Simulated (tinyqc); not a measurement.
Inside a calculation. Method: empirical pseudopotential in a few plane waves. Computed by tinyqc, a small Python program that keeps every step. Settings: plane-wave index or count = 15. Command: `OMP_NUM_THREADS=1 python tinyqc.py 25031 25032 out.jsonl` (the two numbers bound the seeds that draw the settings). One thread of a shared host (Intel(R) Xeon(R) Processor @ 2.60GHz), about 0.2 s of CPU time with the checks.

## Bloch Hamiltonian at G

Parameters chosen for this model: fcc lattice, atoms at +/- a/8 (1,1,1); form factors in rydberg at |G|^2 in units of (2 pi/a)^2:
```
parameter                 value      unit
a                      5.890000  angstrom
VS(3)                 -0.222000        Ry
VS(8)                  0.022000        Ry
VS(11)                 0.035000        Ry
VA(3)                         0        Ry
VA(4)                         0        Ry
VA(11)                        0        Ry
hbar^2/2m (2 pi/a)^2   4.335629        eV
```

k point G (2 pi / a): [0, 0, 0]

Basis: the 15 shortest G (labels in 2 pi/a), the same at every k. H(G,G') = c |k + G|^2 delta + VS(|G-G'|^2) cos((G-G').tau) + i VA sin((G-G').tau), tau = a/8 (1,1,1); 1 Ry = 13.605693 eV.

H(k) at G (eV):
```
           +0+0+0     -1-1-1     -1-1+1     -1+1-1     -1+1+1     +1-1-1     +1-1+1     +1+1-1
+0+0+0   0.000000   2.135790  -2.135790  -2.135790  -2.135790  -2.135790  -2.135790  -2.135790
-1-1-1   2.135790  13.006886   0.000000   0.000000  -0.299325   0.000000  -0.299325  -0.299325
-1-1+1  -2.135790   0.000000  13.006886   0.299325   0.000000   0.299325   0.000000   0.000000
-1+1-1  -2.135790   0.000000   0.299325  13.006886   0.000000   0.299325   0.000000   0.000000
-1+1+1  -2.135790  -0.299325   0.000000   0.000000  13.006886   0.000000   0.299325   0.299325
+1-1-1  -2.135790   0.000000   0.299325   0.299325   0.000000  13.006886   0.000000   0.000000
+1-1+1  -2.135790  -0.299325   0.000000   0.000000   0.299325   0.000000  13.006886   0.299325
+1+1-1  -2.135790  -0.299325   0.000000   0.000000   0.299325   0.000000   0.299325  13.006886
+1+1+1   2.135790   0.000000  -0.299325  -0.299325   0.000000  -0.299325   0.000000   0.000000
-2+0+0   0.000000  -2.135790  -2.135790  -2.135790   2.135790   0.336724  -0.336724  -0.336724
+0-2+0   0.000000  -2.135790  -2.135790   0.336724  -0.336724  -2.135790   2.135790  -0.336724
+0+0-2   0.000000  -2.135790   0.336724  -2.135790  -0.336724  -2.135790  -0.336724   2.135790
+0+0+2   0.000000  -0.336724   2.135790  -0.336724  -2.135790  -0.336724  -2.135790   0.336724
+0+2+0   0.000000  -0.336724  -0.336724   2.135790  -2.135790  -0.336724   0.336724  -2.135790
+2+0+0   0.000000  -0.336724  -0.336724  -0.336724   0.336724   2.135790  -2.135790  -2.135790

           +1+1+1     -2+0+0     +0-2+0     +0+0-2     +0+0+2     +0+2+0     +2+0+0
+0+0+0   2.135790   0.000000   0.000000   0.000000   0.000000   0.000000   0.000000
-1-1-1   0.000000  -2.135790  -2.135790  -2.135790  -0.336724  -0.336724  -0.336724
-1-1+1  -0.299325  -2.135790  -2.135790   0.336724   2.135790  -0.336724  -0.336724
-1+1-1  -0.299325  -2.135790   0.336724  -2.135790  -0.336724   2.135790  -0.336724
-1+1+1   0.000000   2.135790  -0.336724  -0.336724  -2.135790  -2.135790   0.336724
+1-1-1  -0.299325   0.336724  -2.135790  -2.135790  -0.336724  -0.336724   2.135790
+1-1+1   0.000000  -0.336724   2.135790  -0.336724  -2.135790   0.336724  -2.135790
+1+1-1   0.000000  -0.336724  -0.336724   2.135790   0.336724  -2.135790  -2.135790
+1+1+1  13.006886  -0.336724  -0.336724  -0.336724  -2.135790  -2.135790  -2.135790
-2+0+0  -0.336724  17.342514   0.299325   0.299325  -0.299325  -0.299325   0.000000
+0-2+0  -0.336724   0.299325  17.342514   0.299325  -0.299325   0.000000  -0.299325
+0+0-2  -0.336724   0.299325   0.299325  17.342514   0.000000  -0.299325  -0.299325
+0+0+2  -2.135790  -0.299325  -0.299325   0.000000  17.342514   0.299325   0.299325
+0+2+0  -2.135790  -0.299325   0.000000  -0.299325   0.299325  17.342514   0.299325
+2+0+0  -2.135790   0.000000  -0.299325  -0.299325   0.299325   0.299325  17.342514
```

## Levels at G

Diagonalise the Hermitian matrix.

eigenvalues (eV): [-2.257841, 9.563902, 9.563902, 9.563902, 9.573249, 12.707561, 12.707561, 12.707561, 16.162702, 16.743864, 16.743864, 20.486173, 20.486173, 20.486173, 22.871428]

## Bands along a path

The same steps at evenly spaced points between the labelled ones.

Bands along the path (eV), lowest eight:
```
k            band 1    band 2    band 3    band 4     band 5     band 6     band 7     band 8
L         -0.123020  2.746250  8.700363  8.700363  10.298334  13.536410  13.536410  17.160887
L-G 0.33  -1.086012  4.209156  8.794340  8.794340  10.436343  13.529423  13.529423  16.708122
L-G 0.67  -1.951043  6.744692  9.227606  9.227606  10.865203  13.259529  13.259529  13.760051
G         -2.257841  9.563902  9.563902  9.563902   9.573249  12.707561  12.707561  12.707561
G-X 0.33  -1.846057  6.634219  8.669655  8.669655  11.763171  12.285241  14.247507  14.247507
G-X 0.67  -0.629924  3.969295  7.700957  7.700957  10.913035  11.565294  17.084366  17.084366
X          1.326967  1.678511  7.468873  7.468873  10.487720  11.070344  20.396051  20.396051
```

With 4 band(s) filled, the highest filled level on these points lies at G and the lowest empty one at G: a gap of 0.0093 eV, direct. This holds for the small fixed basis; with all plane waves up to |k + G|^2 = 21 (2 pi/a)^2 the gap along the path is 0.50 eV.

## Convergence with the number of plane waves

Levels at G counted from the fourth one.

Levels (eV):
```
plane waves     level 1   level 5   level 8
9            -14.965401         0  1.197301
15           -11.821742  0.009347  3.143659
27           -11.377254  0.455974  2.809099
51           -11.330741  0.554782  2.916905
59           -11.329555  0.583484  2.806483
65           -11.334354  0.583484  2.795769
89           -11.323044  0.575702  2.804814
```
